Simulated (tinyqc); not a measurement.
From results back to parameters: WKB tunnelling through a gate dielectric with a two-band (Franz) dispersion. Three cases, with inputs chosen for the exercise.

Problem. In the Fowler-Nordheim regime with a parabolic band J/F^2 is proportional to exp(-B/F), B = (4/3) sqrt(m/c) phi^(3/2), c = hbar^2/2m0, 1 V/angstrom = 100 MV/cm. The ratio below was computed from a hidden barrier.

Constants: hbar^2/2m0 = 3.80998211 eV angstrom^2.

Find: B; phi.

Method. B is the logarithm divided by 1/F1 - 1/F2; then phi = (3 B/(4 sqrt(m/c)))^(2/3). The slope fixes only m phi^3, so the mass must be known.

Case 1.

Values chosen (out of a larger set: of the size used for SiO2 on silicon; not measured data): m = 0.49 m0 (mass at the conduction edge); F1 = 8.6 MV/cm (first field); F2 = 11.8 MV/cm (second field).

ln[(J2/F2^2)/(J1/F1^2)] = 8.95686

Solution.

B = 284.04 MV/cm
phi = 3.280 eV

Case 2.

Values chosen (out of a larger set: of the size used for Si3N4 on silicon; not measured data): m = 0.39 m0 (mass at the conduction edge); F1 = 8.3 MV/cm (first field); F2 = 12.7 MV/cm (second field).

ln[(J2/F2^2)/(J1/F1^2)] = 5.03646

Solution.

B = 120.66 MV/cm
phi = 2.000 eV

Case 3.

Values chosen (out of a larger set: of the size used for Si3N4 on silicon; not measured data): m = 0.42 m0 (mass at the conduction edge); F1 = 7 MV/cm (first field); F2 = 12.6 MV/cm (second field).

ln[(J2/F2^2)/(J1/F1^2)] = 7.94999

Solution.

B = 125.21 MV/cm
phi = 2.000 eV

Computed by tinyqc, one run a case: `OMP_NUM_THREADS=1 python tinyqc.py N N+1 out.jsonl` with N = 1482565, 1482581, 1482655; one thread of a shared Intel(R) Xeon(R) Processor @ 2.30GHz, about 0.01 s a run at most.
